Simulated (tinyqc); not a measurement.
What moves the results: two-band tight binding of a puckered layer. A value that a table varies takes the place of the one given here.

With X = kx ax/2 and Y = ky ay/2: h = t2 + 2 cos(Y) (t1 exp(iX) + t3 exp(-iX)) + t5 exp(2iX), d = 4 t4 cos(X) cos(Y), H = [[d, h], [h*, d]], E = d -/+ |h|.

Constants: hbar^2/2m0 = 3.80998211 eV angstrom^2.

Values chosen for the exercise (near a published set for monolayer black phosphorus; not measured data): ax = 4.37 angstrom (period along x (armchair)); ay = 3.29 angstrom (period along y (zigzag)); t1 = -1.224 eV (along the zigzag); t2 = 3.694 eV (across the pucker); t3 = -0.219 eV (second in the sheet); t4 = -0.105 eV (same sublattice); t5 = -0.051 eV (far across).

## Mass and optical strength against direction

masses (m0):
```
,x,y
electron,0.16975,0.85176
hole,0.18640,1.14190
```

chi = -4.61472 eV angstrom

Angle from x. 1/m(theta) = cos^2/mx + sin^2/my. Near Gamma only x-polarised light couples the bands, with strength chi^2 cos^2(theta), chi = ax (t1 - t3 + t5) = d Im(h)/dkx; the positions of the atoms inside the cell, which would change this dipole but not the masses, are left out. The last column is the transition energy at |k| = 0.1 1/angstrom from the full bands, less the gap.

Against angle:
```
theta (deg),m_e (m0),m_h (m0),strength (eV^2 angstrom^2),rise of the transition (eV)
0,0.170,0.186,21.30,0.3820
15,0.179,0.197,19.87,0.3629
30,0.212,0.236,15.97,0.3100
45,0.283,0.320,10.65,0.2355
60,0.425,0.501,5.32,0.1583
75,0.671,0.850,1.43,0.0998
85,0.827,1.099,0.16,0.0804
90,0.852,1.142,0.00,0.0779
```

The light-mass direction rules: at 45 degrees the electron mass is still 0.283, 1.67 times the value along x, against 5.0 times at 90 degrees. At |k| = 0.1 the transition has risen 4.9 times as much along x as along y.

## Closing the gap

t2 is lowered; h0 = t2 + 2 t1 + 2 t3 + t5, c = hbar^2/2m0. For h0 > 0 the gap is 2 h0 at Gamma. For h0 < 0 the bands touch at kx = 0, cos(Y) = -(t2 + t5)/(2 (t1 + t3)).

Against t2:
```
t2 (eV),h0 (eV),gap (eV),electron mass along x (m0),ky of the nodes (1/angstrom)
3.8,0.863,1.726,0.1839,-
3.6,0.663,1.326,0.1559,-
3.4,0.463,0.926,0.1214,-
3.2,0.263,0.526,0.0780,-
3.0,0.063,0.126,0.0215,-
2.8,-0.137,0.000,-,0.1881
2.6,-0.337,0.000,-,0.2967
2.4,-0.537,0.000,-,0.3768
```

The gap closes at t2 = 2.937 eV. On the way the mass along x falls with the gap and tends to 2 c h0/chi^2 as it closes, while that along y stays. Beyond it two Dirac nodes move apart along the zigzag direction, to ky = +/-0.377 1/angstrom in the last row. The mass formula is c/(ex + gx + chi^2/(2 h0)) with chi = ax (t1 - t3 + t5), gx = -ax^2 ((t1 + t3)/4 + t5/2), ex = -t4 ax^2/2.

## What each parameter does

Gap at Gamma and masses m/m0 = c q^2/|E(q) - E(0)| with q = 0.001 1/angstrom, c = hbar^2/2m0. Each row changes one parameter from the base and keeps the others.

Results:
```
case,gap (eV),m_e x,m_h x,m_e y,m_h y
base,1.5140,0.1698,0.1864,0.852,1.142
t1 = -1.194 eV,1.6340,0.1855,0.2056,0.868,1.170
t2 = 3.724 eV,1.5740,0.1739,0.1914,0.852,1.142
t3 = -0.189 eV,1.6340,0.1730,0.1904,0.868,1.170
t4 = -0.075 eV,1.5140,0.1719,0.1838,0.884,1.089
t5 = -0.021 eV,1.5740,0.1826,0.2020,0.852,1.142
ax = 4.501 angstrom,1.5140,0.1600,0.1757,0.852,1.142
```

The largest shifts from the base row, up to three for each result and ties (the steps differ in size, so this ranks the rows, not the parameters). gap (eV): t1 +0.1200, t3 +0.1200, t2 +0.0600, t5 +0.0600; unchanged at the printed digits by t4 and ax. m_e x: t1 +0.0158, t5 +0.0129, ax -0.0097. m_h x: t1 +0.0192, t5 +0.0156, ax -0.0107. m_e y: t4 +0.032, t1 +0.016, t3 +0.016; unchanged at the printed digits by t2, t5 and ax. m_h y: t4 -0.053, t1 +0.028, t3 +0.028; unchanged at the printed digits by t2, t5 and ax.

(tinyqc, `OMP_NUM_THREADS=1 python tinyqc.py 1481759 1481760 out.jsonl`, Intel(R) Xeon(R) Processor @ 2.30GHz, 1 thread, shared host, about 0.01 s.)
